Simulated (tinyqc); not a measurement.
Where the wafer is too thin: surface photovoltage measurement of the minority-carrier diffusion length in a wafer. Computed by tinyqc, a small Python program. Command: `OMP_NUM_THREADS=1 python tinyqc.py 3130275 3130276 out.jsonl spv walk`. One thread of a shared host (Intel(R) Xeon(R) Processor @ 2.30GHz), about 0.01 s of CPU time with the checks.

Low injection, steady light, a depletion layer much thinner than 1/alpha and L. The excess density dn is taken at the front edge of the neutral region; light that reaches the back is lost.

Inputs (values chosen for the exercise, modelled on p-type silicon at room temperature): wafer thickness W = 625 micrometre; diffusivity D = 31.8 cm^2/s; front recombination velocity S_f = 470 cm/s; back recombination velocity S_b = 330 cm/s; photon flux entering = 2.3e+13 1/(cm^2 s).

Method:
- alpha = (84.732/lambda - 76.417)^2 per cm with lambda in micrometre (an empirical fit for silicon between 0.7 and 1.05 micrometre).
- Thick wafer: dn = Phi L/((S_f + D/L)(L + 1/alpha)). Finite wafer, with s = S_b L/D, w = W/L, a = alpha L: dn = [Phi a/(a^2 - 1)] [a - B - exp(-alpha W)(a - s)/(cosh w + s sinh w)]/(S_f + B D/L), B = (sinh w + s cosh w)/(cosh w + s sinh w).
- Readings y = (Phi/dn) (1 + noise x g) at 780, 830, 880, 920, 950, 975 and 995 nm; a least-squares line y = c (1/alpha + L_app) gives L_app = intercept/slope.
- No noise; L is varied at fixed W, and the last two columns set S_b to 0 and to 1e7 cm/s.

Apparent length (micrometre):
```
L          W/L  given S_b  S_b = 0  S_b = 1e7
31.2    20.032       31.2     31.2      31.20
62.5    10.000       62.5     62.5      62.50
125.0    5.000      125.1    125.1     124.85
188.0    3.324      189.3    190.0     185.71
312.0    2.003      324.5    338.1     285.54
500.0    1.250      538.4    647.2     376.13
812.0    0.770      829.8   1396.4     438.24
1310.0   0.477     1087.7   3034.8     468.95
2500.0   0.250     1280.7   7352.9     484.66
```

What does the comparison show, and why?

With a fast back surface L_app levels off, at 485 micrometre in the last row; with a passive one it reaches up to 2.94 times L among these rows and is 7350 in the last. All three columns are within 5 % of L down to W/L = 3.3.

Extremes, crossings and ranges named in words are read from the listed rows.
